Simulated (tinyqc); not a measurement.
Double-gate transistor, scale length and short-channel effects: one step of the calculation.

A body of thickness ts between two insulators of thickness ti and two tied gates. Below threshold the potential that source and drain add obeys Laplace's equation and vanishes on the gate. Its lowest mode decays along the channel as exp(-k y); k is the smallest positive root of the matching condition at the interface, and the scale length is Lambda = pi/k.

Task. Scale length against simple estimates. Lambda = pi/k and l = 1/k. A parabolic potential across the structure gives l(parabolic) = sqrt((eps_r/(2 ei)) ts ti (1 + ei ts/(4 eps_r ti))).

Values chosen for this exercise; permittivities: semiconductor close to that of germanium, insulator close to that of hafnium oxide:
- eps_r = 15.9 (relative permittivity of the semiconductor)
- ei = 22.9 (relative permittivity of the insulator)
- ti = 13 nm (insulator thickness)
- ts = 6.9 nm (body thickness)

k = 0.10168944 1/nm

Wanted: Lambda; l; l(parabolic).

Result.

Lambda = 30.894 nm
l = 9.8339 nm
l(parabolic) = 6.0903 nm

Numbers from tinyqc (`OMP_NUM_THREADS=1 python tinyqc.py 2420017 2420018 out.jsonl`; about 0.01 s on one thread of a shared Intel Xeon 2.30GHz).
